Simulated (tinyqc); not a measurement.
Hubbard chain of 2 sites, step by step. One step of it, computed by the program tinyqc.

Problem. The many-body Hamiltonian. Basis: all placements (u, d, 2, 0 on each site), up operators ordered before down ones; hops carry the sign of the same-spin electrons passed.

one-body matrix (hopping and site energies) (eV):
```
           1          2
1   0.820000  -0.910000
2  -0.910000   0.460000
```

U = 2.700000 eV

electrons, up and down: 1  1

Give: H.

Solution.

H (eV):
```
         20       ud       du       02
20   4.3400  -0.9100  -0.9100   0.0000
ud  -0.9100   1.2800   0.0000  -0.9100
du  -0.9100   0.0000   1.2800  -0.9100
02   0.0000  -0.9100  -0.9100   3.6200
```
